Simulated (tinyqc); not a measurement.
# Reflectance at normal incidence against thickness

Normal incidence on air, film (n1) and substrate (N2 = n2 - i k2): r01 = (1 - n1)/(1 + n1), r12 = (n1 - N2)/(n1 + N2), amplitude (r01 + r12 X)/(1 + r01 r12 X), X = exp(-4 pi i n1 d/lam), R its squared modulus, phase from 0 to 360 degrees.

Parameters, values chosen for the exercise: wavelength lam = 546.1 nm; index of the transparent film n1 = 1.448; index of the substrate n2 = 4.086; extinction coefficient of the substrate k2 = 0.031.

Reflectance at normal incidence against thickness:
```
d (nm)   R (%)  phase of the reflected amplitude (degrees)
0       36.819                                      179.77
24      33.815                                      149.57
48      25.430                                      114.26
71      15.352                                      68.054
95      10.363                                      357.05
119     16.065                                      287.63
142     26.200                                      242.77
166     34.241                                      208.06
190     36.805                                      178.02
```

R goes from 36.8 through a minimum of 10.4 (at d = 95 nm among the rows listed) to 36.8 %. At a quarter wave, d = 94.3 nm, R = 10.4 %; for a transparent substrate it would vanish for n1 = sqrt(n2) = 2.02.

Program tinyqc, `OMP_NUM_THREADS=1 python tinyqc.py 2870170 2870171 out.jsonl`; Intel Xeon 2.30GHz, shared host, one thread, about 0.01 s.
